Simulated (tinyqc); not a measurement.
Quantum point contact as a saddle point with Zeeman splitting: spin splitting of the first step.

Potential V0 - m wx^2 x^2/2 + m wy^2 y^2/2; energies are counted from V0. Mode n = 0, 1, ... transmits T_n(E) = 1/(1 + exp(-2 pi (E - E_n)/wx)), E_n = wy (n + 1/2) +/- Ez/2 for the two spins, Ez = gs muB B, muB = q hbar/(2 m0); each spin carries q^2/h.

g(T) = int g(E) (-df/dE) dE = int g(mu + x kB T) dx/(4 cosh^2(x/2)), g(E) the zero-temperature value at E, g = G/(2 q^2/h).

Inputs (values chosen for the exercise):
- T = 1.5 K (temperature)
- wy = 2.2 meV (transverse quantum hbar wy)
- wx = 1 meV (curvature of the barrier hbar wx)
- gs = 4.3 (size of the g factor)

Constants: q = 1.602176634e-19 C, kB = 1.380649e-23 J/K, hbar = 1.054571817e-34 J s, m0 = 9.1093837015e-31 kg, Vt = kB T/q. Results are converted to the units shown.

Result of one run:
```
Ez (meV)  g at mu = wy/2  dg/dmu there (1/meV)
1.419             0.5002                0.1562
```

Which in-plane magnetic field B gave this result: 1.1, 3.4, 5.7 or 6.8 T?

B = 5.7 T.

The whole series:
```
B (T)  Ez (meV)  g at mu = wy/2  dg/dmu there (1/meV)
0             0          0.5000                 1.152
1.1      0.2738          0.5000                 1.054
2.3      0.5725          0.5000                0.7890
3.4      0.8463          0.5000                0.5203
4.5       1.120          0.5001                0.3061
5.7       1.419          0.5002                0.1562
6.8       1.693          0.5004               0.08045
8         1.991          0.5009               0.04062
```

At the middle of the first riser g stays near 1/2, while the slope falls from 1.15 to 0.0406 1/meV. It is below a fifth of its zero-field value from B = 5.7 T on, where Ez = 1.42 meV exceeds the width of the riser, about 1/slope = 0.868 meV at zero field: a plateau at q^2/h has formed.

Range of the model: Orbital effects of the in-plane field and interactions (such as the 0.7 feature) are left out.

tinyqc, about 0.05 s, one thread, Intel Xeon 2.30GHz (shared host): `OMP_NUM_THREADS=1 python tinyqc.py 2740109 2740110 out.jsonl`
